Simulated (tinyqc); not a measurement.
Sp3 tight binding, zinc-blende lattice, step by step. Computed by tinyqc, a small Python program that keeps every step. Command: `OMP_NUM_THREADS=1 python tinyqc.py 29989 29990 out.jsonl` (the two numbers bound the seeds that draw the settings). One thread of a shared host (Intel(R) Xeon(R) Processor @ 2.60GHz), about 0.01 s of CPU time with the checks.

## Bloch Hamiltonian at k

Parameters chosen for this model: zinc-blende lattice, anion at 0, cation at a/4 (1,1,1); V = eta hbar^2 / (m d^2), hbar^2/m = 7.619964 eV angstrom^2:
```
parameter          value      unit
a               4.060000  angstrom
d               1.758032  angstrom
Es anion      -15.250000        eV
Ep anion       -6.500000        eV
Es cation     -12.190000        eV
Ep cation      -4.900000        eV
eta ss         -1.320000
eta sp          1.420000
eta pp sigma    2.220000
eta pp pi      -0.630000
V ss           -3.254419        eV
V sp            3.500966        eV
V pp sigma      5.473342        eV
V pp pi        -1.553246        eV
```

k point k (2 pi / a): -0.2300  -0.3400  -0.6300

Slater-Koster rules over the four bonds with direction cosines (l, m, n): ss V_ss; s-px l V_sp; px-s -l V_sp; px-px l^2 V_pps + (1 - l^2) V_ppp; px-py l m (V_pps - V_ppp); each times exp(i k.d).

H(k) at k (eV), lower triangle (Hermitian):
```
                  a s             a px             a py             a pz
a s          -15.2500
a px           0.0000          -6.5000
a py           0.0000           0.0000          -6.5000
a pz           0.0000           0.0000           0.0000          -6.5000
c s   -5.7546+1.9577i   3.2178-1.3505i   2.0560-2.1137i   0.7987-5.4411i
c px  -3.2178+1.3505i   1.3951-0.4746i  -0.9255+6.3049i  -2.3824+2.4493i
c py  -2.0560+2.1137i  -0.9255+6.3049i   1.3951-0.4746i  -3.7287+1.5650i
c pz  -0.7987+5.4411i  -2.3824+2.4493i  -3.7287+1.5650i   1.3951-0.4746i

           c s     c px     c py     c pz
c s   -12.1900
c px    0.0000  -4.9000
c py    0.0000   0.0000  -4.9000
c pz    0.0000   0.0000   0.0000  -4.9000
```

## Levels at k

Diagonalise the Hermitian matrix.

eigenvalues (eV): -22.4949  -16.7923  -13.2688  -12.7037  -1.7951  -0.0213  1.6148  3.8212

weights |c|^2 of the basis functions:
```
      band 1  band 2  band 3  band 4  band 5  band 6  band 7  band 8
a s   0.5531  0.1137  0.0229  0.0224  0.2224  0.0412  0.0017  0.0226
a px  0.0038  0.1474  0.3263  0.0303  0.0776  0.0650  0.1906  0.1590
a py  0.0067  0.1378  0.1137  0.2771  0.0190  0.0320  0.2502  0.1634
a pz  0.0331  0.1146  0.0867  0.2245  0.1440  0.2813  0.0027  0.1130
c s   0.3282  0.2053  0.0340  0.0323  0.3371  0.0338  0.0020  0.0274
c px  0.0110  0.1192  0.2374  0.0376  0.0704  0.0973  0.2389  0.1882
c py  0.0133  0.0990  0.1136  0.2076  0.0175  0.0456  0.3105  0.1930
c pz  0.0508  0.0631  0.0652  0.1683  0.1120  0.4039  0.0034  0.1333
```

## Bloch Hamiltonian at X

k point X (2 pi / a): 1  0  0

As before.

H(k) at X (eV), lower triangle (Hermitian):
```
                 a s            a px            a py            a pz
a s         -15.2500
a px          0.0000         -6.5000
a py          0.0000          0.0000         -6.5000
a pz          0.0000          0.0000          0.0000         -6.5000
c s           0.0000  0.0000+8.0851i          0.0000          0.0000
c px  0.0000-8.0851i          0.0000          0.0000          0.0000
c py          0.0000          0.0000          0.0000  0.0000-9.3688i
c pz          0.0000          0.0000  0.0000-9.3688i          0.0000

           c s     c px     c py     c pz
c s   -12.1900
c px    0.0000  -4.9000
c py    0.0000   0.0000  -4.9000
c pz    0.0000   0.0000   0.0000  -4.9000
```

## Levels at X

As before.

eigenvalues (eV): -19.6745  -17.9161  -15.1029  -15.1029  -0.7739  -0.4755  3.7029  3.7029

## Bands along a path

The same steps at evenly spaced points between the labelled ones.

Bands along the path (eV):
```
k           band 1    band 2    band 3    band 4   band 5   band 6   band 7   band 8
L         -22.4226  -17.9738  -12.0132  -12.0132  -2.5844   0.6132   0.6132   4.1407
L-G 0.25  -23.5224  -16.4897  -11.6642  -11.6642  -2.3634   0.2642   0.2642   3.5355
L-G 0.50  -25.1946  -13.6454  -10.7227  -10.7227  -1.8693  -0.6773  -0.6773   1.8693
L-G 0.75  -26.3973  -10.6277   -9.5579   -9.5579  -1.8421  -1.8421  -1.6810  -0.1339
G         -26.8273   -8.9556   -8.9556   -8.9556  -2.4444  -2.4444  -2.4444  -0.6127
G-X 0.25  -26.2505  -10.3899  -10.3899   -9.8732  -2.2913  -1.0101  -1.0101  -0.4250
G-X 0.50  -24.5920  -12.7361  -12.7361  -12.2208  -1.8524  -0.1748   1.3361   1.3361
G-X 0.75  -22.0750  -15.3052  -14.4760  -14.4760  -1.2469  -0.2129   3.0760   3.0760
X         -19.6745  -17.9161  -15.1029  -15.1029  -0.7739  -0.4755   3.7029   3.7029
X-W 0.25  -19.6745  -17.9161  -15.1029  -15.1029  -0.7739  -0.4755   3.7029   3.7029
X-W 0.50  -19.6745  -17.9161  -15.1029  -15.1029  -0.7739  -0.4755   3.7029   3.7029
X-W 0.75  -19.6745  -17.9161  -15.1029  -15.1029  -0.7739  -0.4755   3.7029   3.7029
W         -19.6745  -17.9161  -15.1029  -15.1029  -0.7739  -0.4755   3.7029   3.7029
```

With 4 band(s) filled, the highest filled level on these points lies at G and the lowest empty one at L: a gap of 6.3712 eV, indirect.
